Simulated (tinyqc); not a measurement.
## Bandgap voltage reference from two bipolar transistors: effect of the temperature coefficient of both resistors

Two transistors of area 1 and N carry the same current I. Is(T) = Is (T/T0)^eta exp[(Vg0 q/kB)(1/T0 - 1/T)], VBE1 = Vt ln(I/Is(T)) + I rb, VBE2 = Vt ln(I/(N Is(T))) + I rb/N. The amplifier forces I R1(T) = VBE1 - VBE2 + Vos, with R(T) = R (1 + tc (T - T0)) for both resistors, and the output is Vref = VBE1 + I R2(T). Base currents and the Early effect are neglected.

Vt = kB T/q; I = (Vt ln N + Vos)/(R1(T) - rb (1 - 1/N)). Box coefficient: span of Vref between 233 and 398 K over its average over T and over 165 K. The last column is the R2 that gives zero slope at T0.

Values chosen for this exercise; values of the order met in silicon bipolar transistors:
```
symbol    value  unit                                                   meaning
T0          298     K                                     reference temperature
Vg0       1.198     V                      band-gap voltage extrapolated to 0 K
eta           3                  temperature exponent of the saturation current
Is      1.5e-18     A           saturation current of the unit transistor at T0
N             8                             area ratio of the second transistor
R1          7.6  kohm  resistor across which the difference of VBE falls, at T0
Vos           0    mV                                   offset of the amplifier
rb            0   ohm                  series resistance of the unit transistor
R2        70.12  kohm                                     output resistor at T0
```

Constants: q = 1.602176634e-19 C, kB = 1.380649e-23 J/K. Results are converted to the units shown.

Result of one run:
```
tc (ppm/K)	I at T0 (uA)	Vref at T0 (V)	slope at T0 (uV/K)	box coefficient (ppm/K)	R2 for zero slope (kohm)
-1000	7.026	1.242	0.6092	7.360	70.09
```

What becomes of these results when the temperature coefficient of both resistors tc is changed from -1000 to 0 ppm/K, all else the same?

Result of the changed run:
```
tc (ppm/K)	I at T0 (uA)	Vref at T0 (V)	slope at T0 (uV/K)	box coefficient (ppm/K)	R2 for zero slope (kohm)
0	7.026	1.242	-25.07	27.54	71.18
```

The whole series:
```
tc (ppm/K)	I at T0 (uA)	Vref at T0 (V)	slope at T0 (uV/K)	box coefficient (ppm/K)	R2 for zero slope (kohm)
-2000	7.026	1.242	26.29	22.83	69.01
-1000	7.026	1.242	0.6092	7.360	70.09
0	7.026	1.242	-25.07	27.54	71.18
1000	7.026	1.242	-50.75	49.11	72.27
2000	7.026	1.242	-76.43	70.79	73.36
3000	7.026	1.242	-102.1	91.87	74.45
```

As tc goes from -2000 to 3000, Vref stays at 1.242 V and the box coefficient goes from 22.8 through a minimum of 7.36 (at tc = -1000 among the rows listed) to 91.9 ppm/K.

Numbers from tinyqc (`OMP_NUM_THREADS=1 python tinyqc.py 2062001 2062002 out.jsonl`; about 0.02 s on one thread of a shared Intel Xeon 2.30GHz).
